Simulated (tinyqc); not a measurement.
Interface traps from C-V curves, high-low and Terman methods: subthreshold swing with traps.

MOS capacitor on an n-type substrate; psi is the band bending, negative in depletion; only majority carriers are counted. At the bending psi the Fermi level lies y = xi - psi below the conduction edge at the surface, xi = Vt ln(Nc/Nd). Dit(y) = D0 + D1 exp(-y/E1); traps fill up to the Fermi level, follow the bias and a slow signal, and do not follow a fast one. V is the gate voltage from flat band.

Cox = 3.9 eps0/EOT, LD = sqrt(eps0 eps_r Vt/(q Nd)), u = psi/Vt, Cd = (eps0 eps_r/(sqrt(2) LD)) |exp(u) - 1|/sqrt(exp(u) - u - 1). At psi = -0.33 V the swing of a transistor with this gate would be S = Vt ln 10 (1 + (Cd + q Dit)/Cox), Dit as above.

Values chosen for this exercise; band and dielectric values close to those of gallium nitride:
- T = 350 K (temperature)
- eps_r = 9.43 (relative permittivity)
- Nc = 2.87e18 cm^-3 (conduction-band density of states at T)
- Nd = 3.2e16 cm^-3 (donor density)
- EOT = 1.8 nm (equivalent oxide thickness)
- D1 = 9.9e12 cm^-2 eV^-1 (band-tail density at the conduction edge)
- E1 = 0.13 eV (decay energy of the tail)

Constants: q = 1.602176634e-19 C, kB = 1.380649e-23 J/K, Vt = kB T/q, eps0 = 8.8541878128e-14 F/cm where lengths are in cm. Results are converted to the units shown.

Result of one run:
```
Dit (cm^-2 eV^-1)  q Dit/Cox  S (mV/decade)
4.855e11             0.04055          75.32
```

Which trap density far from the band edge D0 gave this result: 7.3e10, 2.1e11, 1.8e12, 5.3e12 or 1.5e13 cm^-2 eV^-1?

D0 = 2.1e11 cm^-2 eV^-1.

The whole series:
```
D0 (cm^-2 eV^-1)  Dit (cm^-2 eV^-1)  q Dit/Cox  S (mV/decade)
8.5e9                      2.840e11    0.02372          74.15
2.5e10                     3.005e11    0.02510          74.25
7.3e10                     3.485e11    0.02911          74.53
2.1e11                     4.855e11    0.04055          75.32
6.2e11                     8.955e11    0.07479          77.70
1.8e12                     2.076e12     0.1733          84.54
5.3e12                     5.576e12     0.4656          104.8
1.5e13                     1.528e13      1.276          161.1
```

S rises from 74.2 to 161 mV/decade; without traps it is 72.5. The traps add 10 mV/decade at Dit = 1.72e12 cm^-2 eV^-1 and equal Cox at 1.20e13.

Numbers from tinyqc (`OMP_NUM_THREADS=1 python tinyqc.py 2030139 2030140 out.jsonl`; about 0.01 s on one thread of a shared Intel Xeon 2.30GHz).
